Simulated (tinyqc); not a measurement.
## Gain factor and gap resistance from two string resistances

Inverse problem. At small bit-line voltage each of the 96 cells has the resistance 1/(K x) at overdrive x (no mobility reduction) in series with a gap resistance Rg. Find K, Rg and the share of the gaps at the higher overdrive.

resistance of a string of 96 equal cells at overdrives of 3.4 and 8 V (kohm): [1204.0308, 644.19310]

Solution. The resistance per cell is a straight line in 1/x with slope 1/K and intercept Rg.

K = 29.0 uA/V^2
Rg = 2.40 kohm
share of the gaps = 35.8 %

Program tinyqc, `OMP_NUM_THREADS=1 python tinyqc.py 2142135 2142136 out.jsonl`; Intel Xeon 2.30GHz, shared host, one thread, about 0.7 s.
